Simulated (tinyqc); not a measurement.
Worked calculation: Pariser-Parr-Pople SCF with singles CI, for the molecule O=Cc1ccc2c(c1)C=C2 (SMILES; centres numbered as the heavy atoms are written). One step of it, computed by the program tinyqc.

Problem. Iteration 3: orbitals and new P. Diagonalise F (the basis is taken as orthonormal) and form P = 2 sum c c over the lowest orbitals.

F (eV), order 1O, 2C, 3C, 4C, 5C, 6C, 7C, 8C, 9C, 10C:
```
[[-8.514497, -4.844562, 0.238954, 0.024262, -0.069664, 0.086766, -0.107209, 0.407307, -0.197524, 0.092699],
 [-4.844562, -4.749416, -3.586026, 0.018949, 0.145335, -0.068000, 0.185921, -0.243042, 0.119706, -0.148463],
 [0.238954, -3.586026, -5.656129, -3.200209, 0.104986, -0.107283, 0.199623, -4.361473, 0.462797, -0.144933],
 [0.024262, 0.018949, -3.200209, -5.295913, -4.690237, -0.097215, -0.099480, -0.081073, 0.148201, 0.538381],
 [-0.069664, 0.145335, 0.104986, -4.690237, -5.666377, -3.451608, -0.126044, 0.485559, -0.048001, 0.115531],
 [0.086766, -0.068000, -0.107283, -0.097215, -3.451608, -5.932940, -2.543402, 0.187475, -0.330761, -4.768131],
 [-0.107209, 0.185921, 0.199623, -0.099480, -0.126044, -2.543402, -6.380167, -3.691186, -4.618512, 0.226880],
 [0.407307, -0.243042, -4.361473, -0.081073, 0.485559, 0.187475, -3.691186, -5.813564, -0.298902, 0.053983],
 [-0.197524, 0.119706, 0.462797, 0.148201, -0.048001, -0.330761, -4.618512, -0.298902, -6.330271, -2.535708],
 [0.092699, -0.148463, -0.144933, 0.538381, 0.115531, -4.768131, 0.226880, 0.053983, -2.535708, -6.328096]]
```

pi electrons, sum of z_r less the charge = 10

Give: orbital energies; P after iteration 3.

Solution.

orbital energies (eV): [-14.6539, -12.9235, -11.2348, -10.9487, -7.6802, -4.6744, -1.8405, -0.4122, 1.0128, 2.6881]

P after iteration 3, order 1O, 2C, 3C, 4C, 5C, 6C, 7C, 8C, 9C, 10C:
```
[[1.4266, 0.8193, -0.1018, -0.0282, 0.0552, -0.0556, 0.0657, -0.2827, 0.1901, -0.0955],
 [0.8193, 0.7322, 0.4330, 0.0074, -0.1010, 0.0302, -0.1102, 0.1445, -0.0967, 0.1265],
 [-0.1018, 0.4330, 1.0624, 0.3160, -0.0495, 0.0466, -0.0806, 0.7567, -0.3183, 0.1153],
 [-0.0282, 0.0074, 0.3160, 0.8941, 0.8565, 0.1080, 0.0517, 0.0632, -0.1296, -0.3456],
 [0.0552, -0.1010, -0.0495, 0.8565, 1.0524, 0.3930, 0.0723, -0.2757, 0.0216, -0.1092],
 [-0.0556, 0.0302, 0.0466, 0.1080, 0.3930, 0.8897, 0.0478, -0.1010, 0.1649, 0.8808],
 [0.0657, -0.1102, -0.0806, 0.0517, 0.0723, 0.0478, 1.0688, 0.4490, 0.8617, -0.1340],
 [-0.2827, 0.1445, 0.7567, 0.0632, -0.2757, -0.1010, 0.4490, 0.8939, 0.1513, -0.0251],
 [0.1901, -0.0967, -0.3183, -0.1296, 0.0216, 0.1649, 0.8617, 0.1513, 0.8029, 0.0665],
 [-0.0955, 0.1265, 0.1153, -0.3456, -0.1092, 0.8808, -0.1340, -0.0251, 0.0665, 1.1769]]
```
